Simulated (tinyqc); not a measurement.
Bandgap voltage reference from two bipolar transistors: one step of the calculation.

Two transistors of area 1 and N carry the same current I. Is(T) = Is (T/T0)^eta exp[(Vg0 q/kB)(1/T0 - 1/T)], VBE1 = Vt ln(I/Is(T)) + I rb, VBE2 = Vt ln(I/(N Is(T))) + I rb/N. The amplifier forces I R1(T) = VBE1 - VBE2 + Vos, with R(T) = R (1 + tc (T - T0)) for both resistors, and the output is Vref = VBE1 + I R2(T). Base currents and the Early effect are neglected.

Task. Resistor for zero slope at T0, ideal case. With tc = 0, Vos = 0 and rb = 0 the current is proportional to T, dVBE/dT = (VBE - Vg0 - (eta - 1) Vt)/T, and Vref has zero slope at T0 when Vref = Vg0 + (eta - 1) Vt0. Find VBE1, its slope, that Vref, R2/R1 and the curvature d2Vref/dT2 = -(eta - 1) kB/(q T0).

Parameters, values chosen for the exercise; values of the order met in silicon bipolar transistors: reference temperature T0 = 323 K; band-gap voltage extrapolated to 0 K Vg0 = 1.148 V; temperature exponent of the saturation current eta = 4.1; saturation current of the unit transistor at T0 Is = 3.6e-17 A; area ratio of the second transistor N = 24; resistor across which the difference of VBE falls, at T0 R1 = 13 kohm.

Constants: q = 1.602176634e-19 C, kB = 1.380649e-23 J/K. Results are converted to the units shown.

Wanted: VBE1; dVBE/dT; Vref; R2/R1; curvature.

Result.

VBE1 = 0.7227 V
dVBE/dT = -1.584 mV/K
Vref = 1.234 V
R2/R1 = 5.783
curvature = -0.8271 uV/K^2

Program tinyqc, `OMP_NUM_THREADS=1 python tinyqc.py 2062064 2062065 out.jsonl`; Intel Xeon 2.30GHz, shared host, one thread, about 0.02 s.
